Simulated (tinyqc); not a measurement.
Elastic strain and critical thickness of a cubic alloy layer A(1-x)B(x) on a thick substrate: one step, computed by the program tinyqc. Command: `OMP_NUM_THREADS=1 python tinyqc.py 3011590 3011591 out.jsonl misfit walk`. One thread of a shared host (Intel(R) Xeon(R) Processor @ 2.30GHz), about 0.01 s of CPU time with the checks.

Strain is positive in tension. The layer is coherent with the substrate unless said otherwise.

Question. Symmetric X-ray reflection. Reflection 111: d = a_perp/sqrt(3), with a_perp = a (1 + e_perp) for the coherent layer, a for the relaxed layer and a_S for the substrate; sin(theta) = lambda/(2 d).

Inputs (values chosen for the exercise, modelled on Si(1-x)Ge(x) on Si): substrate lattice constant a_S = 5.431 angstrom; X-ray wavelength = 1.540593 angstrom.

Growth plane: (111).

free lattice constant a = 5.55131 angstrom

normal strain e_perp = 0.008982731

Give: Bragg angles; peak separation of the coherent layer.

Answer.

Bragg angles:
```
crystal,a_perp (angstrom),theta (degrees),from substrate (arcsec)
substrate,5.431,14.22,0
coherent layer,5.601,13.78,-1587
relaxed layer,5.551,13.91,-1132
```

peak separation of the coherent layer = -1587 arcsec

Caution: above about 2 % misfit, linear elasticity is rough and compressed layers tend to form islands before dislocations.
